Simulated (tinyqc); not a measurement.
# Single-junction solar cell, detailed-balance limit: effects of single changes

Every photon above the gap Eg makes one pair and none below is absorbed; carriers thermalise at T and move without loss. Jsc = q fs X Phi(Eg, Ts); the dark current is J0 = q ge Phi(Eg, T)/ERE with the Boltzmann factor exp(V/Vt). The efficiency is the electrical power over fs X sigma Ts^4.

Inputs (values chosen for the exercise): cell temperature T = 350 K; temperature of the black-body sun Ts = 5800 K; share of the hemisphere filled by the sun fs = 2.16e-5; concentration X = 1000; external radiative efficiency ERE = 0.3; number of faces that emit ge = 2; band gap Eg = 1.6 eV.

Constants: q = 1.602176634e-19 C, kB = 1.380649e-23 J/K, h = 6.62607015e-34 J s, c = 299792458 m/s, Vt = kB T/q. Results are converted to the units shown.

Each table varies one quantity; the others keep the values above.

## Effect of the band gap

Photon flux above E from a black body at temperature T into a hemisphere: Phi(E, T) = A sum_k exp(-k E/th)[E^2 th/k + 2 E th^2/k^2 + 2 th^3/k^3], k = 1, 2, ..., with th = kB T/q in eV and A = 2 pi q^3/(h^3 c^2). J(V) = Jsc - J0 (exp(V/Vt) - 1); Voc = Vt ln(1 + Jsc/J0); at maximum power v = Vmp/Vt solves (1 + v) exp(v) = 1 + Jsc/J0. Pin = fs X sigma Ts^4, sigma = 2 pi^5 kB^4/(15 h^3 c^2). FF = Vmp Jmp/(Voc Jsc).

Result of one run:

| Eg (eV) | Jsc (mA/cm^2) | Voc (V) | Eg/q - Voc (V) | FF | efficiency (%) |
|---|---|---|---|---|---|
| 2.1 | 1.805e4 | 1.898 | 0.2016 | 0.9194 | 22.72 |

What becomes of these results when the band gap Eg is changed from 2.1 to 0.9 eV, all else the same?

Result of the changed run:

| Eg (eV) | Jsc (mA/cm^2) | Voc (V) | Eg/q - Voc (V) | FF | efficiency (%) |
|---|---|---|---|---|---|
| 0.9 | 6.595e4 | 0.7874 | 0.1126 | 0.8417 | 31.54 |

The whole series:

| Eg (eV) | Jsc (mA/cm^2) | Voc (V) | Eg/q - Voc (V) | FF | efficiency (%) |
|---|---|---|---|---|---|
| 0.7 | 7.698e4 | 0.6067 | 0.09335 | 0.8087 | 27.25 |
| 0.9 | 6.595e4 | 0.7874 | 0.1126 | 0.8417 | 31.54 |
| 1.1 | 5.528e4 | 0.9703 | 0.1297 | 0.8645 | 33.45 |
| 1.3 | 4.547e4 | 1.155 | 0.1454 | 0.8812 | 33.38 |
| 1.5 | 3.680e4 | 1.340 | 0.1602 | 0.8941 | 31.81 |
| 1.7 | 2.937e4 | 1.526 | 0.1744 | 0.9042 | 29.23 |
| 1.9 | 2.315e4 | 1.712 | 0.1882 | 0.9125 | 26.09 |
| 2.1 | 1.805e4 | 1.898 | 0.2016 | 0.9194 | 22.72 |

As Eg goes from 0.7 to 2.1 eV, Jsc falls from 77000 to 18000 mA/cm^2, Voc rises from 0.607 to 1.90 V and the efficiency goes from 27.3 through a maximum of 33.5 (at Eg = 1.1 eV among the rows listed) to 22.7 %. A wider gap raises the voltage and loses photons, hence the maximum. For Eg = 0.7 to 1.7 eV Voc lies within 6 Vt of the gap, where the Boltzmann form of the emission begins to fail. For Eg = 0.7 to 1.9 eV the current passes 20 A/cm^2, where series resistance and heating, left out here, would dominate.

## Effect of the temperature of the black-body sun

Same model as above.

FF = Vmp Jmp/(Voc Jsc).

Results:

| Ts (K) | Jsc (mA/cm^2) | Voc (V) | Eg/q - Voc (V) | FF | efficiency (%) |
|---|---|---|---|---|---|
| 3000 | 639.3 | 1.314 | 0.2863 | 0.8924 | 7.555 |
| 3700 | 2738 | 1.358 | 0.2424 | 0.8951 | 14.49 |
| 4400 | 7788 | 1.389 | 0.2109 | 0.8970 | 21.14 |
| 5100 | 1.734e4 | 1.413 | 0.1867 | 0.8984 | 26.57 |
| 5800 | 3.293e4 | 1.433 | 0.1674 | 0.8994 | 30.61 |
| 6500 | 5.601e4 | 1.449 | 0.1513 | 0.9003 | 33.41 |
| 7900 | 1.301e5 | 1.474 | 0.1259 | 0.9016 | 36.25 |

Estimate the missing row, Ts = 7200 K.

Computed row:

| Ts (K) | Jsc (mA/cm^2) | Voc (V) | Eg/q - Voc (V) | FF | efficiency (%) |
|---|---|---|---|---|---|
| 7200 | 8.797e4 | 1.462 | 0.1377 | 0.9010 | 35.21 |

With this row back in the table: As Ts goes from 3000 to 7900 K, Jsc rises from 639 to 1.30e5 mA/cm^2, Voc rises from 1.31 to 1.47 V and the efficiency rises from 7.56 to 36.3 %. For Ts = 5800 to 7900 K Voc lies within 6 Vt of the gap, where the Boltzmann form of the emission begins to fail. For Ts = 5800 to 7900 K the current passes 20 A/cm^2, where series resistance and heating, left out here, would dominate.

Program tinyqc, `OMP_NUM_THREADS=1 python tinyqc.py 2820106 2820107 out.jsonl`; Intel Xeon 2.30GHz, shared host, one thread, about 0.01 s.
